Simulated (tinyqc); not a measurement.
Inside a calculation. Method: empirical pseudopotential in a few plane waves. Computed by tinyqc, a small Python program that keeps every step. Settings: plane-wave index or count = 15. Command: `OMP_NUM_THREADS=1 python tinyqc.py 30977 30978 out.jsonl` (the two numbers bound the seeds that draw the settings). One thread of a shared host (Intel(R) Xeon(R) Processor @ 2.60GHz), about 0.2 s of CPU time with the checks.

## Bloch Hamiltonian at G

Parameters chosen for this model: fcc lattice, atoms at +/- a/8 (1,1,1); form factors in rydberg at |G|^2 in units of (2 pi/a)^2:
```
parameter,value,unit
a,5.580000,angstrom
VS(3),-0.234000,Ry
VS(8),0.055000,Ry
VS(11),0.078000,Ry
VA(3),0,Ry
VA(4),0,Ry
VA(11),0,Ry
hbar^2/2m (2 pi/a)^2,4.830747,eV
```

k point G (2 pi / a): 0  0  0

Basis: the 15 shortest G (labels in 2 pi/a), the same at every k. H(G,G') = c |k + G|^2 delta + VS(|G-G'|^2) cos((G-G').tau) + i VA sin((G-G').tau), tau = a/8 (1,1,1); 1 Ry = 13.605693 eV.

H(k) at G (eV):
```
,+0+0+0,-1-1-1,-1-1+1,-1+1-1,-1+1+1,+1-1-1,+1-1+1,+1+1-1,+1+1+1,-2+0+0,+0-2+0,+0+0-2,+0+0+2,+0+2+0,+2+0+0
+0+0+0,0.00000,2.25124,-2.25124,-2.25124,-2.25124,-2.25124,-2.25124,-2.25124,2.25124,0.00000,0.00000,0.00000,0.00000,0.00000,0.00000
-1-1-1,2.25124,14.49224,0.00000,0.00000,-0.74831,0.00000,-0.74831,-0.74831,0.00000,-2.25124,-2.25124,-2.25124,-0.75041,-0.75041,-0.75041
-1-1+1,-2.25124,0.00000,14.49224,0.74831,0.00000,0.74831,0.00000,0.00000,-0.74831,-2.25124,-2.25124,0.75041,2.25124,-0.75041,-0.75041
-1+1-1,-2.25124,0.00000,0.74831,14.49224,0.00000,0.74831,0.00000,0.00000,-0.74831,-2.25124,0.75041,-2.25124,-0.75041,2.25124,-0.75041
-1+1+1,-2.25124,-0.74831,0.00000,0.00000,14.49224,0.00000,0.74831,0.74831,0.00000,2.25124,-0.75041,-0.75041,-2.25124,-2.25124,0.75041
+1-1-1,-2.25124,0.00000,0.74831,0.74831,0.00000,14.49224,0.00000,0.00000,-0.74831,0.75041,-2.25124,-2.25124,-0.75041,-0.75041,2.25124
+1-1+1,-2.25124,-0.74831,0.00000,0.00000,0.74831,0.00000,14.49224,0.74831,0.00000,-0.75041,2.25124,-0.75041,-2.25124,0.75041,-2.25124
+1+1-1,-2.25124,-0.74831,0.00000,0.00000,0.74831,0.00000,0.74831,14.49224,0.00000,-0.75041,-0.75041,2.25124,0.75041,-2.25124,-2.25124
+1+1+1,2.25124,0.00000,-0.74831,-0.74831,0.00000,-0.74831,0.00000,0.00000,14.49224,-0.75041,-0.75041,-0.75041,-2.25124,-2.25124,-2.25124
-2+0+0,0.00000,-2.25124,-2.25124,-2.25124,2.25124,0.75041,-0.75041,-0.75041,-0.75041,19.32299,0.74831,0.74831,-0.74831,-0.74831,0.00000
+0-2+0,0.00000,-2.25124,-2.25124,0.75041,-0.75041,-2.25124,2.25124,-0.75041,-0.75041,0.74831,19.32299,0.74831,-0.74831,0.00000,-0.74831
+0+0-2,0.00000,-2.25124,0.75041,-2.25124,-0.75041,-2.25124,-0.75041,2.25124,-0.75041,0.74831,0.74831,19.32299,0.00000,-0.74831,-0.74831
+0+0+2,0.00000,-0.75041,2.25124,-0.75041,-2.25124,-0.75041,-2.25124,0.75041,-2.25124,-0.74831,-0.74831,0.00000,19.32299,0.74831,0.74831
+0+2+0,0.00000,-0.75041,-0.75041,2.25124,-2.25124,-0.75041,0.75041,-2.25124,-2.25124,-0.74831,0.00000,-0.74831,0.74831,19.32299,0.74831
+2+0+0,0.00000,-0.75041,-0.75041,-0.75041,0.75041,2.25124,-2.25124,-2.25124,-2.25124,0.00000,-0.74831,-0.74831,0.74831,0.74831,19.32299
```

## Levels at G

Diagonalise the Hermitian matrix.

eigenvalues (eV): -2.14701  9.91370  9.91370  9.91370  13.62661  13.74393  13.74393  13.74393  17.82636  17.82636  18.88419  23.15321  23.15321  23.15321  25.42681

## Bands along a path

The same steps at evenly spaced points between the labelled ones.

Bands along the path (eV), lowest eight:
```
k,band 1,band 2,band 3,band 4,band 5,band 6,band 7,band 8
L,0.24089,3.27680,8.99587,8.99587,12.49793,14.74764,14.74764,19.24705
L-G 0.25,-0.50169,4.30323,9.02668,9.02668,12.55586,14.66286,14.66286,19.47035
L-G 0.50,-1.37353,6.22007,9.29807,9.29807,12.90020,14.63369,14.63369,17.83281
L-G 0.75,-1.94974,8.44667,9.69385,9.69385,13.41098,14.12699,14.12699,15.24378
G,-2.14701,9.91370,9.91370,9.91370,13.62661,13.74393,13.74393,13.74393
G-X 0.25,-1.88307,8.52174,9.31627,9.31627,13.20899,14.76337,14.76337,14.85272
G-X 0.50,-1.09751,6.28007,8.41049,8.41049,12.40443,14.15785,16.91038,16.91038
G-X 0.75,0.18932,4.09067,7.83624,7.83624,12.01282,12.75874,19.50429,19.50429
X,1.93852,2.14451,7.75224,7.75224,12.00462,12.25588,22.40137,22.40137
```

With 4 band(s) filled, the highest filled level on these points lies at G and the lowest empty one at X: a gap of 2.0909 eV, indirect. This holds for the small fixed basis; with all plane waves up to |k + G|^2 = 21 (2 pi/a)^2 the gap along the path is 1.75 eV.

## Convergence with the number of plane waves

Levels at G counted from the fourth one.

Levels (eV):
```
plane waves,level 1,level 5,level 8
9,-15.89094,0,2.99325
15,-12.06072,3.71290,3.83022
27,-11.44712,3.77723,4.40671
51,-11.66024,3.87424,4.48366
59,-11.72046,3.67381,4.44439
65,-11.73579,3.62019,4.44439
89,-11.67751,3.66791,4.41271
```
